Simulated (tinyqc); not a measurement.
## Phase-change memory cell, resistance drift and retention: effect of the operating temperature

The amorphous state follows Ra = R0 (t/t0)^nu exp[(q Ec/kB)(1/T - 1/(300 K))], with nu taken as independent of T. An intermediate level follows the logarithmic mixing rule ln R = (1 - fa) ln Rc + fa ln Ra with constant Rc. The time to lose the data by crystallisation is tr = tx exp[(q Ex/kB)(1/T - 1/Tx)]; 1 year = 3.15576e7 s. These are empirical laws.

T10 is the temperature at which tr is ten years.

Inputs (values chosen for the exercise); values of the order found in chalcogenide phase-change cells:
- R0 = 0.55 Mohm (resistance of the amorphous state at t0 and 300 K)
- t0 = 0.001 s (reference time)
- nu = 0.129 (drift exponent)
- Ec = 0.27 eV (activation energy of conduction)
- Ex = 2.6 eV (activation energy of crystallisation)
- Tx = 473 K (temperature of a bake)
- tx = 4000 s (time to crystallise in that bake)
- t = 86400 s (time of the read)
- Rc = 14 kohm (resistance of the crystalline state)

Constants: q = 1.602176634e-19 C, kB = 1.380649e-23 J/K. Results are converted to the units shown.

The same in every row: T10 (K) = 401.9.

Result of one run:
```
Ra (Mohm)	Ra/Rc	tr (years)
3.765	268.9	1.837e10
```

Which operating temperature T gave this result: 313, 343, 373, 388 or 403 K?

T = 313 K.

The whole series:
```
T (K)	Ra (Mohm)	Ra/Rc	tr (years)
298	6.232	445.1	2.352e12
313	3.765	268.9	1.837e10
328	2.382	170.2	2.237e8
343	1.569	112.1	4.005e6
358	1.070	76.42	1.004e5
373	0.7524	53.75	3388
388	0.5438	38.84	148.5
403	0.4026	28.76	8.220
418	0.3046	21.76	0.5598
```

As T goes from 298 to 418 K, Ra falls from 6.23 to 0.305 Mohm, tr falls from 2.35e12 to 0.560 years and T10 stays at 402 K. Retention changes by 13 decades and the read window by 1.3, in the ratio Ex/Ec. For T = 298 to 358 K tr is an extrapolation over many decades from the bake and only says that crystallisation is no limit.

Computed by the program tinyqc: `OMP_NUM_THREADS=1 python tinyqc.py 2880111 2880112 out.jsonl`, one thread of a shared Intel Xeon 2.30GHz, about 0.01 s for the whole run.
